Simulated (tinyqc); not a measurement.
Heated strip on a layer stack, thermal resistances with spreading: one step of the calculation.

A long strip of width ws dissipates Pw per length on three layers over a heat sink. Heat is taken to spread at 45 degrees, so the width of the flow grows by twice the depth: w1 = ws + 2 t1, w2 = w1 + 2 t2, w3 = w2 + 2 t3 at the bottoms of the layers. This is a rule of thumb, not a solution of the heat equation.

Question. Thermal resistances. Resistances times length: layer i, ln(w_i/w_(i-1))/(2 k_i) with w0 = ws; boundary, Rb/w1.

Parameters, values chosen for the exercise; conductivities close to those of gallium nitride (layer 1), silicon (layer 2) and solder (layer 3): width of the heated strip ws = 1.1 um; thickness of layer 1 t1 = 0.69 um; conductivity of layer 1 k1 = 160 W/(m K); boundary resistance between layers 1 and 2 Rb = 55 m^2 K/GW; thickness of layer 2 t2 = 350 um; conductivity of layer 2 at 300 K k2 = 145 W/(m K); thickness of layer 3 t3 = 30 um; conductivity of layer 3 k3 = 56.1 W/(m K).

Find: resistance times length.

Answer.

resistance times length (K mm/W): layer 1 2.540, boundary 22.18, layer 2 19.47, layer 3 0.7305

The largest part, 49.4 % of the sum, is the boundary.

Computed by the program tinyqc: `OMP_NUM_THREADS=1 python tinyqc.py 2520044 2520045 out.jsonl`, one thread of a shared Intel Xeon 2.30GHz, about 0.01 s for the whole run.
